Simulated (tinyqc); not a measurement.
From results to parameters: diatomic chain. Computed by the program tinyqc.

Problem. A chain of two alternating masses has one spring constant k; at the zone edge omega^2 = 2k/M and 2k/m, and wavenumber = 521.4708 sqrt(omega^2) with omega^2 in eV/(angstrom^2 u). Find k, the heavier mass and the optical wavenumber at q = 0.

wavenumbers at the zone edge (cm^-1): 146.194682  482.173523
lighter mass = 13.100000 u

Solution. The upper value gives k = m omega^2/2, the ratio of the squares gives M/m, and at q = 0 omega^2 = 2k (1/m + 1/M), the sum of the two.

k = 5.600 eV/angstrom^2
heavier mass = 142.5000 u
optical wavenumber at q = 0 = 503.849 cm^-1
